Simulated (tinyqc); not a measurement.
# Surface Green function of a zigzag honeycomb ribbon two chains wide, Sancho-Rubio decimation, step by step

tinyqc, about 0.07 s, one thread, Intel Xeon 2.30GHz (shared host): `OMP_NUM_THREADS=1 python tinyqc.py 2680110 2680111 out.jsonl` Printed values are rounded.

A semi-infinite lead of cells 0, 1, 2, ... with H0 inside a cell and H1 = <cell i|H|cell i + 1>. Cell of four sites joined 1-2-3-4 by -t; site 2 joins site 1 of the next cell and site 3 joins site 4 of the next cell. z = E + i eta.

Inputs (values chosen for the exercise): hopping t = 1 eV; site energy, +dl on sites 1, 3 and -dl on sites 2, 4 dl = 0 eV; energy E = 1.27 eV; broadening eta = 0.04 eV.

## The blocks

Read off from the list of hoppings.

H0 (eV):
```
    1   2   3   4
1   0  -1   0   0
2  -1   0  -1   0
3   0  -1   0  -1
4   0   0  -1   0
```

H1 (eV):
```
    1  2  3   4
1   0  0  0   0
2  -1  0  0   0
3   0  0  0  -1
4   0  0  0   0
```

## Round 1: decimation

Start with e_s = e = H0, a = H1, b = H1^dagger. Each round: g = (z - e)^(-1); e_s <- e_s + a g b; e <- e + a g b + b g a; a <- a g a; b <- b g b (all with the old a, b). Round k joins cells 2^k apart.

g (1/eV):
```
                   1                  2                  3                  4
1   0.40035-0.08368i   0.48821+0.09026i  -1.01677-0.05048i   0.80106+0.01452i
2   0.48821+0.09026i  -0.61642-0.13416i   1.28927+0.10478i  -1.01677-0.05048i
3  -1.01677-0.05048i   1.28927+0.10478i  -0.61642-0.13416i   0.48821+0.09026i
4   0.80106+0.01452i  -1.01677-0.05048i   0.48821+0.09026i   0.40035-0.08368i
```

e_s after round 1 (eV):
```
                   1                  2                  3                  4
1   0.00000+0.00000i  -1.00000+0.00000i   0.00000+0.00000i   0.00000+0.00000i
2  -1.00000+0.00000i   0.40035-0.08368i  -0.19894+0.01452i   0.00000+0.00000i
3   0.00000+0.00000i  -0.19894+0.01452i   0.40035-0.08368i  -1.00000+0.00000i
4   0.00000+0.00000i   0.00000+0.00000i  -1.00000+0.00000i   0.00000+0.00000i
```

e after round 1 (eV):
```
                   1                  2                  3                  4
1  -0.61642-0.13416i  -1.00000+0.00000i   0.00000+0.00000i   1.28927+0.10478i
2  -1.00000+0.00000i   0.40035-0.08368i  -0.19894+0.01452i   0.00000+0.00000i
3   0.00000+0.00000i  -0.19894+0.01452i   0.40035-0.08368i  -1.00000+0.00000i
4   1.28927+0.10478i   0.00000+0.00000i  -1.00000+0.00000i  -0.61642-0.13416i
```

a after round 1 (eV):
```
                   1                 2                 3                  4
1   0.00000+0.00000i  0.00000+0.00000i  0.00000+0.00000i   0.00000+0.00000i
2   0.48821+0.09026i  0.00000+0.00000i  0.00000+0.00000i  -1.01677-0.05048i
3  -1.01677-0.05048i  0.00000+0.00000i  0.00000+0.00000i   0.48821+0.09026i
4   0.00000+0.00000i  0.00000+0.00000i  0.00000+0.00000i   0.00000+0.00000i
```

b after round 1 (eV):
```
                  1                  2                  3                 4
1  0.00000+0.00000i   0.48821+0.09026i  -1.01677-0.05048i  0.00000+0.00000i
2  0.00000+0.00000i   0.00000+0.00000i   0.00000+0.00000i  0.00000+0.00000i
3  0.00000+0.00000i   0.00000+0.00000i   0.00000+0.00000i  0.00000+0.00000i
4  0.00000+0.00000i  -1.01677-0.05048i   0.48821+0.09026i  0.00000+0.00000i
```

## Round 2: decimation

As before.

g (1/eV):
```
                   1                  2                  3                  4
1  -0.95877-0.69175i   0.84009+0.64451i   1.52953+0.24909i  -1.47584-0.52182i
2   0.84009+0.64451i   0.47337-0.88071i  -1.82638+0.18269i   1.52953+0.24909i
3   1.52953+0.24909i  -1.82638+0.18269i   0.47337-0.88071i   0.84009+0.64451i
4  -1.47584-0.52182i   1.52953+0.24909i   0.84009+0.64451i  -0.95877-0.69175i
```

e_s after round 2 (eV):
```
                   1                  2                  3                  4
1   0.00000+0.00000i  -1.00000+0.00000i   0.00000+0.00000i   0.00000+0.00000i
2  -1.00000+0.00000i   0.65312-0.28228i  -1.17905-0.02161i   0.00000+0.00000i
3   0.00000+0.00000i  -1.17905-0.02161i   0.65312-0.28228i  -1.00000+0.00000i
4   0.00000+0.00000i   0.00000+0.00000i  -1.00000+0.00000i   0.00000+0.00000i
```

e after round 2 (eV):
```
                   1                  2                  3                  4
1   1.98788-0.90929i  -1.00000+0.00000i   0.00000+0.00000i  -1.72023+0.74291i
2  -1.00000+0.00000i   0.65312-0.28228i  -1.17905-0.02161i   0.00000+0.00000i
3   0.00000+0.00000i  -1.17905-0.02161i   0.65312-0.28228i  -1.00000+0.00000i
4  -1.72023+0.74291i   0.00000+0.00000i  -1.00000+0.00000i   1.98788-0.90929i
```

a after round 2 (eV):
```
                   1                 2                 3                  4
1   0.00000+0.00000i  0.00000+0.00000i  0.00000+0.00000i   0.00000+0.00000i
2  -0.50979+0.37214i  0.00000+0.00000i  0.00000+0.00000i   1.20562-0.22356i
3   1.20562-0.22356i  0.00000+0.00000i  0.00000+0.00000i  -0.50979+0.37214i
4   0.00000+0.00000i  0.00000+0.00000i  0.00000+0.00000i   0.00000+0.00000i
```

b after round 2 (eV):
```
                  1                  2                  3                 4
1  0.00000+0.00000i  -0.50979+0.37214i   1.20562-0.22356i  0.00000+0.00000i
2  0.00000+0.00000i   0.00000+0.00000i   0.00000+0.00000i  0.00000+0.00000i
3  0.00000+0.00000i   0.00000+0.00000i   0.00000+0.00000i  0.00000+0.00000i
4  0.00000+0.00000i   1.20562-0.22356i  -0.50979+0.37214i  0.00000+0.00000i
```

## Course of the decimation

Stop when the largest entry of a and b is below 1e-12 eV, or after 60 rounds. The last column is -Im Tr (z - e_s)^(-1)/pi. At the end g_s = (z - e_s)^(-1), and the bulk Green function is (z - e)^(-1).

Course of the iteration:
```
round  largest |a|, |b| (eV)  surface density of states (1/eV)
1                       1.02                           2.82254
2                       1.23                          0.269463
3                       1.06                           1.48741
4                      0.493                          0.888908
5                      0.192                          0.891615
6                     0.0326                          0.908512
7                    8.94e-4                          0.908544
8                    7.72e-7                          0.908544
9                   6.05e-13                          0.908544
```

Converged in 9 rounds, which stand for 2^9 cells. E lies inside a band (2 open mode(s)), where only eta damps the waves, over about v/eta cells with v the group velocity in eV a cell.

## Self-energy, Dyson check and densities of states

converged surface Green function g_s (1/eV):
```
                     1                    2                    3                    4
1   0.621161-0.555374i   0.188911+0.680478i  -0.594940+0.149854i   0.464280-0.132618i
2   0.188911+0.680478i  -0.212698-0.871764i   0.761568-0.166517i  -0.594940+0.149854i
3  -0.594940+0.149854i   0.761568-0.166517i  -0.212698-0.871764i   0.188911+0.680478i
4   0.464280-0.132618i  -0.594940+0.149854i   0.188911+0.680478i   0.621161-0.555374i
```

converged bulk Green function (1/eV):
```
                     1                    2                    3                    4
1   0.043256-0.749289i   0.457547+0.474933i  -0.027438+0.321737i   0.027225-0.507530i
2   0.457547+0.474933i  -0.003239-0.914660i   0.052434+0.211880i  -0.027438+0.321737i
3  -0.027438+0.321737i   0.052434+0.211880i  -0.003239-0.914660i   0.457547+0.474933i
4   0.027225-0.507530i  -0.027438+0.321737i   0.457547+0.474933i   0.043256-0.749289i
```

Sigma = H1 g_s H1^dagger is what the lead adds to one more cell, and (z - H0 - Sigma)^(-1) must give g_s back. Densities of states: -Im of the diagonals over pi.

Sigma (eV):
```
                    1                   2                   3                   4
1  0.000000+0.000000i  0.000000+0.000000i  0.000000+0.000000i  0.000000+0.000000i
2  0.000000+0.000000i  0.621161-0.555374i  0.464280-0.132618i  0.000000+0.000000i
3  0.000000+0.000000i  0.464280-0.132618i  0.621161-0.555374i  0.000000+0.000000i
4  0.000000+0.000000i  0.000000+0.000000i  0.000000+0.000000i  0.000000+0.000000i
```

(z - H0 - Sigma)^(-1) (1/eV):
```
                     1                    2                    3                    4
1   0.621161-0.555374i   0.188911+0.680478i  -0.594940+0.149854i   0.464280-0.132618i
2   0.188911+0.680478i  -0.212698-0.871764i   0.761568-0.166517i  -0.594940+0.149854i
3  -0.594940+0.149854i   0.761568-0.166517i  -0.212698-0.871764i   0.188911+0.680478i
4   0.464280-0.132618i  -0.594940+0.149854i   0.188911+0.680478i   0.621161-0.555374i
```

surface density of states, orbital 1 to 4 (1/eV): [0.176781, 0.277491, 0.277491, 0.176781]
bulk density of states, orbital 1 to 4 (1/eV): [0.238506, 0.291145, 0.291145, 0.238506]

The surface cell holds 0.909 states per eV against 1.06 for a bulk cell.
